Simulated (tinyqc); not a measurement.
# Phase-change memory cell, resistance drift and retention: effect of the operating temperature

The amorphous state follows Ra = R0 (t/t0)^nu exp[(q Ec/kB)(1/T - 1/(300 K))], with nu taken as independent of T. An intermediate level follows the logarithmic mixing rule ln R = (1 - fa) ln Rc + fa ln Ra with constant Rc. The time to lose the data by crystallisation is tr = tx exp[(q Ex/kB)(1/T - 1/Tx)]; 1 year = 3.15576e7 s. These are empirical laws.

T10 is the temperature at which tr is ten years.

Inputs (values chosen for the exercise); values of the order found in chalcogenide phase-change cells:
- R0 = 0.76 Mohm (resistance of the amorphous state at t0 and 300 K)
- t0 = 10 s (reference time)
- nu = 0.118 (drift exponent)
- Ec = 0.21 eV (activation energy of conduction)
- Ex = 2.2 eV (activation energy of crystallisation)
- Tx = 498 K (temperature of a bake)
- tx = 9000 s (time to crystallise in that bake)
- t = 1e6 s (time of the read)
- Rc = 6.1 kohm (resistance of the crystalline state)

Constants: q = 1.602176634e-19 C, kB = 1.380649e-23 J/K. Results are converted to the units shown.

The same in every row: T10 (K) = 413.6.

Effect of the operating temperature:
```
T (K),Ra (Mohm),Ra/Rc,tr (years)
298,3.122,511.9,2.497e11
313,2.110,345.9,4.115e9
328,1.478,242.3,9.873e7
343,1.068,175.1,3.282e6
358,0.7930,130.0,1.451e5
373,0.6031,98.87,8247
388,0.4685,76.80,585.0
403,0.3708,60.79,50.52
418,0.2985,48.93,5.202
```

As T goes from 298 to 418 K, Ra falls from 3.12 to 0.298 Mohm, tr falls from 2.50e11 to 5.20 years and T10 stays at 414 K. Retention changes by 11 decades and the read window by 1.0, in the ratio Ex/Ec. For T = 298 to 358 K tr is an extrapolation over many decades from the bake and only says that crystallisation is no limit.

Numbers from tinyqc (`OMP_NUM_THREADS=1 python tinyqc.py 2880049 2880050 out.jsonl`; about 0.01 s on one thread of a shared Intel Xeon 2.30GHz).
